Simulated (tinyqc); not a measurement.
Worked calculation: plane-wave Kohn-Sham cycle with exchange-only LDA in a layered model solid. One step of it, computed by the program tinyqc.

Task: Iteration 1: Hamiltonian at one k. H(m,m') = (k + G_m)^2/2 delta + V(G_m - G_m'), with V(-G) = V(G).

A solid whose potential varies along x alone (atomic units):
```
parameter                      value
period a                   11.100000
cross-section of the cell  17.000000
electrons per cell                 2
grid points                       16
plane waves -n..n, n               3
k points                           2
V1 in V1 cos(2 pi x/a)     -0.300000
V2 in V2 cos(4 pi x/a)      0.190000
```

V(G_m), m = 0, 1, 2, ... (hartree): [-0.216310, -0.150000, 0.095000, 0.000000, 0.000000, 0.000000, 0.000000]

k = 0.250000 2 pi / a

Give: H.

Result:

H (hartree), order -3, -2, -1, +0, +1, +2, +3:
```
[[0.995, -0.150, 0.095, 0.000, 0.000, 0.000, 0.000],
 [-0.150, 0.274, -0.150, 0.095, 0.000, 0.000, 0.000],
 [0.095, -0.150, -0.126, -0.150, 0.095, 0.000, 0.000],
 [0.000, 0.095, -0.150, -0.206, -0.150, 0.095, 0.000],
 [0.000, 0.000, 0.095, -0.150, 0.034, -0.150, 0.095],
 [0.000, 0.000, 0.000, 0.095, -0.150, 0.595, -0.150],
 [0.000, 0.000, 0.000, 0.000, 0.095, -0.150, 1.476]]
```
